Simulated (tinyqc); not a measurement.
Bandgap voltage reference from two bipolar transistors: two steps of the calculation.

Two transistors of area 1 and N carry the same current I. Is(T) = Is (T/T0)^eta exp[(Vg0 q/kB)(1/T0 - 1/T)], VBE1 = Vt ln(I/Is(T)) + I rb, VBE2 = Vt ln(I/(N Is(T))) + I rb/N. The amplifier forces I R1(T) = VBE1 - VBE2 + Vos, with R(T) = R (1 + tc (T - T0)) for both resistors, and the output is Vref = VBE1 + I R2(T). Base currents and the Early effect are neglected.

Values chosen for this exercise; values of the order met in silicon bipolar transistors: reference temperature T0 = 300 K; band-gap voltage extrapolated to 0 K Vg0 = 1.203 V; temperature exponent of the saturation current eta = 3.8; saturation current of the unit transistor at T0 Is = 1.4e-18 A; area ratio of the second transistor N = 8; resistor across which the difference of VBE falls, at T0 R1 = 4.2 kohm; temperature coefficient of both resistors tc = 600 ppm/K; offset of the amplifier Vos = 0 mV; series resistance of the unit transistor rb = 0 ohm; output resistor at T0 R2 = 37.74 kohm.

Constants: q = 1.602176634e-19 C, kB = 1.380649e-23 J/K. Results are converted to the units shown.

Question 1. Operating point at the reference temperature. Vt = kB T/q; I = (Vt ln N + Vos)/(R1(T) - rb (1 - 1/N)). Evaluate at T = T0.

Wanted: Vt; I; Is(T); VBE1; I R2; Vref.

Answer 1.

Vt = 0.025852 V
I = 12.799 uA
Is(T) = 1.4000e-18 A
VBE1 = 0.77153 V
I R2 = 0.48305 V
Vref = 1.2546 V

Question 2. Resistor for zero slope at T0, ideal case. With tc = 0, Vos = 0 and rb = 0 the current is proportional to T, dVBE/dT = (VBE - Vg0 - (eta - 1) Vt)/T, and Vref has zero slope at T0 when Vref = Vg0 + (eta - 1) Vt0. Find VBE1, its slope, that Vref, R2/R1 and the curvature d2Vref/dT2 = -(eta - 1) kB/(q T0).

Find: VBE1; dVBE/dT; Vref; R2/R1; curvature.

Answer 2.

VBE1 = 0.7715 V
dVBE/dT = -1.680 mV/K
Vref = 1.275 V
R2/R1 = 9.373
curvature = -0.8043 uV/K^2

Computed by the program tinyqc: `OMP_NUM_THREADS=1 python tinyqc.py 2062128 2062129 out.jsonl`, one thread of a shared Intel Xeon 2.30GHz, about 0.02 s for the whole run.
